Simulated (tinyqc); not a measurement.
Phonon-assisted absorption at an indirect gap: one step. What a slab does with it.

Slab of thickness d in air, incoherent passes: R = ((nr - 1)/(nr + 1))^2, x = exp(-alpha d); transmitted Tr = (1 - R)^2 x/(1 - R^2 x^2), reflected Rt = R + (1 - R)^2 R x^2/(1 - R^2 x^2), absorbed Ab = (1 - R)(1 - x)/(1 - R x).

Inputs chosen for the exercise (out of a larger set: loosely those of SiC at room temperature; Eg is not tied to T; not measured data): nr = 2.8 (refractive index); d = 25 micrometre (thickness).

alpha = 604.408 1/cm

Task: d in cm is 1e-4 times the value in micrometres.

Give: R; x; Tr; Rt; Ab.

Result:

R = 0.2244
x = 0.2207
Tr = 0.1331
Rt = 0.2310
Ab = 0.6359

A single pass would absorb (1 - R)(1 - x) = 0.6045; the back face adds 0.0315.

Computed by tinyqc, a small Python program: `OMP_NUM_THREADS=1 python tinyqc.py 1680896 1680897 out.jsonl` (the numbers bound the seed that draws the inputs); one thread of a shared host (Intel(R) Xeon(R) Processor @ 2.30GHz), about 0.01 s for the whole set of steps.
